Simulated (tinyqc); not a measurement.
Size effects in the resistivity of thin metal films and interconnect lines: one step, computed by the program tinyqc. Command: `OMP_NUM_THREADS=1 python tinyqc.py 3016737 3016738 out.jsonl size walk`. One thread of a shared host (Intel(R) Xeon(R) Processor @ 2.30GHz), about 0.01 s of CPU time with the checks.

Electrons lose their drift at surfaces (a share 1 - p of the hits) and at grain boundaries (reflection R), besides bulk scattering.

Question. Resistivity of the film. Both together (Mayadas-Shatzkes film): rho_b/rho = (rho_b/rho of the grains alone) - (6/(pi kappa))(1 - p) int_0^(pi/2) dphi int_0^1 ds (cos^2 phi/H^2)(s - s^3)(1 - exp(-kappa H/s))/(1 - p exp(-kappa H/s)), H = 1 + alpha/(cos phi sqrt(1 - s^2)), 40 x 80 Gauss-Legendre points. Sheet resistance rho/h; additive estimate rho_b (f_surface + f_grain - 1).

Inputs (values chosen for the exercise, modelled on platinum): bulk resistivity rho_b = 10.7 microohm cm; specularity p = 0; film thickness h = 7.9 nm.

Geometry: film.

rho/rho_b from grains = 1.269853

alpha = 0.1877573

kappa = h/lambda = 1.079235

rho/rho_b from surfaces = 1.427254

Give: resistivity rho; sheet resistance; additive estimate; error of the additive estimate.

Answer.

resistivity rho = 17.94 microohm cm

sheet resistance = 22.71 ohm

additive estimate = 18.16 microohm cm

error of the additive estimate = 1.197 %

Adding the two excesses (Matthiessen's rule) is 1.2 % high.
